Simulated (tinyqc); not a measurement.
Configuration-coordinate model of a defect: Huang-Rhys factor and luminescence line shape: one step, computed by the program tinyqc. Command: `OMP_NUM_THREADS=1 python tinyqc.py 3024701 3024702 out.jsonl ccline walk`. One thread of a shared host (Intel(R) Xeon(R) Processor @ 2.30GHz), about 0.02 s of CPU time with the checks.

Ground state E_g(Q) = (1/2) omega_g^2 Q^2; excited state E_e(Q) = E_0 + (1/2) omega_e^2 (Q - dQ)^2 with E_0 = E_ZPL - (hbar omega_e - hbar omega_g)/2. Q is mass-weighted; the dipole does not depend on Q (Condon approximation).

Problem. Huang-Rhys factors and vertical energies. S = hbar omega dQ^2/(2 hbar^2/u) for each state; relaxation energy S hbar omega; absorption at E_0 + S_e hbar omega_e, emission at E_0 - S_g hbar omega_g; the Stokes shift is their difference.

Inputs (values chosen for the exercise, for a model defect in a wide-gap host):
```
quantity,value,unit
zero-phonon energy E_ZPL,2.74,eV
displacement dQ,0.834,u^(1/2) angstrom
ground-state phonon hbar omega_g,34,meV
excited-state phonon hbar omega_e,26.4,meV
```

Modes: different frequencies.

Constants: hbar^2/u = 4.18015928e-03 eV angstrom^2.

Give: S_g; S_e; relaxation energy, ground state; relaxation energy, excited state; vertical absorption energy; vertical emission energy; Stokes shift.

Solution.

S_g = 2.829

S_e = 2.196

relaxation energy, ground state = 0.09618 eV

relaxation energy, excited state = 0.05799 eV

vertical absorption energy = 2.802 eV

vertical emission energy = 2.648 eV

Stokes shift = 0.1542 eV

The coupling is intermediate: phonon replicas can be resolved beside the zero-phonon line.
